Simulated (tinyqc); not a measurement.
Yield against design margin.

Cells fail independently with probability Q(k) = erfc(k/sqrt(2))/2 when the margin is k standard deviations, and Y = exp(-Nb Q(k)). phi = exp(-k^2/2)/sqrt(2 pi).  k = margin/s(dVT). With one spare that repairs any one cell, Y1 = exp(-x)(1 + x), x = Nb Q(k).

Parameters, values chosen for the exercise:
- Nb = 268435456 (number of cells)

s(dVT) = 80.5 mV

Yield against design margin:
```
M (mV)      k       Q(k)  expected failures x          Y         Y1
400     4.969   3.366e-7                90.35  5.755e-40  5.257e-38
430     5.342   4.606e-8                12.36   4.268e-6   5.704e-5
450     5.590   1.135e-8                3.047    0.04752     0.1923
470     5.839   2.633e-9               0.7069     0.4932     0.8418
500     6.211  2.629e-10              0.07058     0.9319     0.9976
530     6.584  2.292e-11             0.006153     0.9939      1.000
560     6.957  1.744e-12             4.681e-4     0.9995      1.000
600     7.453  4.548e-14             1.221e-5      1.000      1.000
```

What does the table show?

Over a change of the margin from 400 to 600 mV, k goes from 4.97 to 7.45, the expected failures fall by 6.9 decades and the yield goes from 5.76e-40 to 1.000. The spare helps most at M = 470 mV among the rows, where it lifts the yield from 0.493 to 0.842.

Program tinyqc, `OMP_NUM_THREADS=1 python tinyqc.py 2090111 2090112 out.jsonl`; Intel Xeon 2.30GHz, shared host, one thread, about 0.01 s.
